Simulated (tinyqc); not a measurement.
Temperatures in a stack of 4 dies with leakage feedback: one step of the calculation.

One-dimensional heat flow to a sink below die 0. The power of each die is released in a plane at its top; from the plane of die j > 0 heat crosses its silicon (ts), a bond layer and the wiring of die j - 1; from die 0 it crosses t0, paste and sink. Copper shares the path through bond and wiring in parallel: k_eff = fm km + (1 - fm) k. Silicon is taken at the temperature of the plane above it. Leakage is P_l exp((T - 350 K)/Tl).

Question. Resistances per area at 300 K. R = thickness/conductivity for each layer.

Parameters, values chosen for the exercise; conductivities of the order met in silicon, wiring layers, bonds and pastes:
- k0 = 138 W/(m K) (conductivity of silicon at 300 K)
- ts = 20 um (thickness of a thinned die)
- t0 = 300 um (thickness of the die next to the sink)
- tb = 9 um (thickness of the wiring layers)
- kb = 2.7 W/(m K) (conductivity of the wiring layers)
- tg = 30 um (thickness of a bond layer)
- kg = 0.7 W/(m K) (conductivity of the bond dielectric)
- fm = 0.03 (area share of copper through bond and wiring)
- km = 390 W/(m K) (conductivity of copper)
- Rt = 0.1 K cm^2/W (paste and lid)
- Rs = 0.39 K cm^2/W (heat sink)

Wanted: thick die; thinned die; k_eff of the bond; k_eff of the wiring; bond plus wiring; paste plus sink.

Answer.

thick die = 0.021739 K cm^2/W
thinned die = 0.0014493 K cm^2/W
k_eff of the bond = 12.379 W/(m K)
k_eff of the wiring = 14.319 W/(m K)
bond plus wiring = 0.030520 K cm^2/W
paste plus sink = 0.49000 K cm^2/W

Numbers from tinyqc (`OMP_NUM_THREADS=1 python tinyqc.py 2162146 2162147 out.jsonl`; about 0.03 s on one thread of a shared Intel Xeon 2.30GHz).
